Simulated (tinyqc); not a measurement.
# Double-gate transistor, scale length and short-channel effects: what changes with what

A body of thickness ts between two insulators of thickness ti and two tied gates. Below threshold the potential that source and drain add obeys Laplace's equation and vanishes on the gate. Its lowest mode decays along the channel as exp(-k y); k is the smallest positive root of the matching condition at the interface, and the scale length is Lambda = pi/k.

Parameters, values chosen for the exercise; permittivities: semiconductor close to that of silicon, insulator close to that of silicon dioxide: temperature T = 273 K; relative permittivity of the semiconductor eps_r = 11.9; relative permittivity of the insulator ei = 3.82; insulator thickness ti = 1.7 nm; body thickness ts = 12.9 nm; channel length L = 66 nm; potential of the source Vbi = 0.93 V; potential of the barrier top at threshold sT = 0.73 V; drain voltage Vds = 1 V.

Constants: q = 1.602176634e-19 C, kB = 1.380649e-23 J/K, Vt = kB T/q. Results are converted to the units shown.

Each table varies one quantity; the others keep the values above.

## Effect of the channel length

k is the smallest positive root of f(k) = ei cos(k ti) cos(k ts/2) - eps_r sin(k ti) sin(k ts/2). Along the channel psi(y) = s + a exp(y/l) + b exp(-y/l) with psi(0) = Vbi, psi(L) = Vbi + Vds and l = 1/k = Lambda/pi; with A = Vbi - s, B = A + Vds, x = exp(-L/l): a = (B - A x) x/(1 - x^2), b = (A - B x)/(1 - x^2). The minimum is s + 2 sqrt(a b), at y = (l/2) ln(b/a). The long-channel potential follows the gate as s = sT + (Vg - VTL)/m, and the threshold VT is the gate voltage at which the minimum equals sT. Swing = m Vt ln 10/g at threshold, g = d(minimum)/ds = 1 - (b x + a)/((1 + x) sqrt(a b)). DIBL = [VT(0.05 V) - VT(Vds)]/(Vds - 0.05 V). sT and Vbi are held fixed; m = 1.

The same in every row: Lambda (nm) = 22.114.

Results:
```
L (nm),L/Lambda,VT - VTL at Vds = 0.05 V (mV),VT - VTL at Vds (mV),DIBL (mV/V),swing (mV/decade)
24,1.0853,-121.66,-295.83,183.33,92.928
29,1.3114,-74.969,-178.15,108.62,78.527
35,1.5827,-44.328,-102.94,61.693,68.847
49,2.2158,-14.664,-32.914,19.211,59.155
59,2.6680,-6.9787,-15.479,8.9480,56.563
70,3.1654,-3.1419,-6.9233,3.9804,55.252
83,3.7533,-1.2373,-2.7172,1.5577,54.597
100,4.5220,-0.36845,-0.80779,0.46247,54.297
```

Estimate the missing row, L = 41 nm.

Computed row:
```
L (nm),L/Lambda,VT - VTL at Vds = 0.05 V (mV),VT - VTL at Vds (mV),DIBL (mV/V),swing (mV/decade)
41,1.8540,-27.197,-62.048,36.684,63.301
```

With this row back in the table: From L = 24 to 100 nm, DIBL falls from 183 to 0.462 mV/V and the swing falls from 92.9 to 54.3 mV a decade (long-channel value 54.2). Between the last two rows the threshold shift at Vds decays with a length of 14.0 nm, against 2 Lambda/pi = 14.1 nm for a shift that goes as exp(-pi L/(2 Lambda)). DIBL first drops below 100 mV/V at L = 35 nm among the rows, L/Lambda = 1.6. For L = 24 to 29 nm L is under 1.5 Lambda, where higher modes, left out of the one-mode potential, count.

## A higher permittivity at fixed equivalent oxide thickness

Same model as above.

The equivalent oxide thickness 3.9 ti/ei is held at 1.7 nm, so ti = 1.7 ei/3.9 nm.

A higher permittivity at fixed equivalent oxide thickness:
```
ei,ti (nm),Lambda (nm),L/Lambda,DIBL (mV/V),swing (mV/decade)
3.9,1.700,21.96,3.006,5.152,55.57
5,2.179,22.06,2.992,5.264,55.59
7.5,3.269,22.37,2.950,5.638,55.69
10,4.359,22.83,2.891,6.205,55.84
15,6.538,24.20,2.728,8.111,56.34
20,8.718,26.21,2.518,11.49,57.22
25,10.90,28.83,2.289,16.92,58.59
35,15.26,35.37,1.866,35.90,63.12
```

As ei goes from 3.9 to 35, Lambda rises from 22.0 to 35.4 nm, DIBL rises from 5.15 to 35.9 mV/V and the swing rises from 55.6 to 63.1 mV a decade. The ratio ei/ti is the same in every row, yet the insulator grows from 1.70 to 15.3 nm, and drain fields reach the channel sideways through it.

tinyqc, about 0.01 s, one thread, Intel Xeon 2.30GHz (shared host): `OMP_NUM_THREADS=1 python tinyqc.py 2420134 2420135 out.jsonl`
